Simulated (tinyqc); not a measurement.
# Fully depleted semiconductor-on-insulator film with two gates, non-linear Poisson equation by Newton steps, step by step

Numbers from tinyqc (`OMP_NUM_THREADS=1 python tinyqc.py 2190011 2190012 out.jsonl`; about 0.4 s on one thread of a shared Intel Xeon 2.30GHz). Printed values are rounded.

One dimension across the film, front interface at x = 0, back interface at x = ts. psi is counted from the intrinsic level, n = ni exp(psi/Vt) (source grounded), holes neglected, acceptors ionised. Gates act through Cox = eps0 eox/tox and Cbox = 3.9 eps0/tb with potentials G1 = Vg - (phiM - chi - Vt ln(Nc/ni)) and G2 = Vb - (phiB - chi - Vt ln(Nc/ni)). Classical Boltzmann densities, no interface charge, no depletion in the back plane.

Inputs (values chosen for the exercise); band and dielectric values close to those of In0.53Ga0.47As:

| symbol | value | unit | meaning |
|---|---|---|---|
| T | 300 | K | temperature |
| Eg | 0.737 | eV | band gap |
| eps_r | 13.8 |  | relative permittivity |
| Nc | 2.07e17 | cm^-3 | conduction-band density of states at T |
| Nv | 7.78e18 | cm^-3 | valence-band density of states at T |
| chi | 4.5 | eV | electron affinity |
| eox | 25.6 |  | relative permittivity of the gate insulator (close to zirconium oxide) |
| tox | 3.3 | nm | insulator thickness |
| ts | 18 | nm | film thickness |
| tb | 15 | nm | buried-oxide thickness (eps_r 3.9) |
| Na | 1e15 | cm^-3 | acceptor density of the film |
| phiM | 4.84 | eV | work function of the front gate |
| phiB | 5 | eV | work function of the back plane |
| Vb | -1.4 | V | back-gate voltage |
| Vg | 1.07 | V | front-gate voltage |

Constants: q = 1.602176634e-19 C, kB = 1.380649e-23 J/K, Vt = kB T/q, eps0 = 8.8541878128e-14 F/cm where lengths are in cm. Results are converted to the units shown.

Range of the model: In so thin a film or at such density quantum confinement moves the charge away from the interfaces and raises the threshold.

## Capacitances and gate potentials

ni = sqrt(Nc Nv) exp(-Eg/(2 Vt)), Eg in volts; Cox, Cbox, G1, G2 as defined; Cs = eps0 eps_r/ts; a = eps0 eps_r/h with h = ts/8; coupling ratio of a depleted film Cs Cbox/(Cox (Cs + Cbox)).

ni = 8.18366e11 cm^-3
Cox = 6.86870 uF/cm^2
Cbox = 0.230209 uF/cm^2
Cs = 0.678821 uF/cm^2
a = 5.43057 uF/cm^2
G1 = 1.05162 V
G2 = -1.57838 V
coupling ratio = 0.0250279

## Iteration 1: density, residual and Jacobian diagonal

psi at the start, node 0 to 8 (V): 0.02  0.02  0.02  0.02  0.02  0.02  0.02  0.02  0.02

Nodes 0 to 8, h = ts/8, box widths w = h (h/2 at both ends), a = eps0 eps_r/h. F_i = a (psi_(i+1) - 2 psi_i + psi_(i-1)) - q w_i (n_i + Na); F_0 = a (psi_1 - psi_0) + Cox (G1 - psi_0) - q w_0 (n_0 + Na); F_8 = a (psi_7 - psi_8) + Cbox (G2 - psi_8) - q w_8 (n_8 + Na). Diagonal b_i = -2 a - q w_i n_i/Vt, with -a - Cox and -a - Cbox in place of -2 a at the ends.

```
node   n (cm^-3)  residual F (C/cm^2)  diagonal b (F/cm^2)
0     1.77391e12           7.08589e-6          -1.22993e-5
1     1.77391e12         -3.61129e-11          -1.08611e-5
2     1.77391e12         -3.61129e-11          -1.08611e-5
3     1.77391e12         -3.61129e-11          -1.08611e-5
4     1.77391e12         -3.61129e-11          -1.08611e-5
5     1.77391e12         -3.61129e-11          -1.08611e-5
6     1.77391e12         -3.61129e-11          -1.08611e-5
7     1.77391e12         -3.61129e-11          -1.08611e-5
8     1.77391e12          -3.67979e-7          -5.66078e-6
```

## Iteration 1: Newton step

Solve a d_(i-1) + b_i d_i + a d_(i+1) = -F_i for all nodes. Half of the step is added while the largest |d| exceeds 1.5 Vt, the full step after that.

```
node  Newton step d, before damping (V)  psi after iteration 1 (V)
0                              0.967369                   0.503685
1                              0.886103                   0.463052
2                              0.804844                   0.422422
3                              0.723593                   0.381796
4                              0.642348                   0.341174
5                              0.561110                   0.300555
6                              0.479879                   0.259939
7                              0.398655                   0.219327
8                              0.317437                   0.178719
```

## Iteration 2: density, residual and Jacobian diagonal

As before.

```
node   n (cm^-3)  residual F (C/cm^2)  diagonal b (F/cm^2)
0     2.36851e20          -7.26167e-7          -1.77436e-4
1     4.91894e19          -1.77324e-6          -7.94526e-5
2     1.02171e19          -3.68333e-7          -2.51082e-5
3     2.12247e18          -7.65301e-8          -1.38208e-5
4     4.40977e17          -1.59140e-8          -1.14761e-5
5     9.16320e16          -3.32054e-9          -1.09889e-5
6     1.90431e16         -7.03882e-10          -1.08877e-5
7     3.95808e15         -1.60184e-10          -1.08667e-5
8     8.22791e14          -1.84004e-7          -5.66135e-6
```

## Iteration 2: Newton step

As before.

```
node  Newton step d, before damping (V)  psi after iteration 2 (V)
0                             -0.004846                   0.501261
1                             -0.024626                   0.450738
2                             -0.028922                   0.407961
3                             -0.041267                   0.361163
4                             -0.062011                   0.310168
5                             -0.086846                   0.257132
6                             -0.113112                   0.203383
7                             -0.139803                   0.149426
8                             -0.166605                   0.095416
```

## Course of the Newton iteration

Stop when the largest undamped |d| is below 1e-9 V, or after 80 iterations.

Course of the iteration:
```
iteration  largest |F| (C/cm^2)  largest |d| (V)
1                       7.09e-6            0.967
2                       1.77e-6            0.167
3                       1.06e-6            0.109
4                       6.27e-7           0.0724
5                       3.66e-7           0.0479
6                       2.10e-7           0.0304
7                       4.16e-8          5.16e-3
8                       2.02e-9          2.17e-4
9                      4.32e-12          4.26e-7
10                     1.86e-17         1.78e-12
```

Converged in 10 iterations.

## Electron sheet density, centroid and oxide fields

converged psi, node 0 to 8 (V): 0.496928  0.400662  0.333632  0.268796  0.204144  0.139513  0.074890  0.010274  -0.054335

n_i = ni exp(psi_i/Vt); N_inv = sum w_i n_i with w = ts/8, halved at the ends; centroid sum w n x/N_inv; fields (G1 - psi_0)/tox and (G2 - psi_8)/tb.

n, node 0 to 8 (cm^-3): 1.82376e20  4.40324e18  3.29398e17  2.68234e16  2.19993e15  1.80577e14  1.48268e13  1.21771e12  1.00035e11
N_inv = 2.15887e13 cm^-2
centroid = 0.120820 nm
field in the front oxide = 1.68089 MV/cm
field in the buried oxide = -1.01603 MV/cm

The centroid lies at 0.0067 of the film, near the front interface. A 400-interval mesh gives N_inv = 1.955e13 cm^-2; this mesh is 10 % above it.
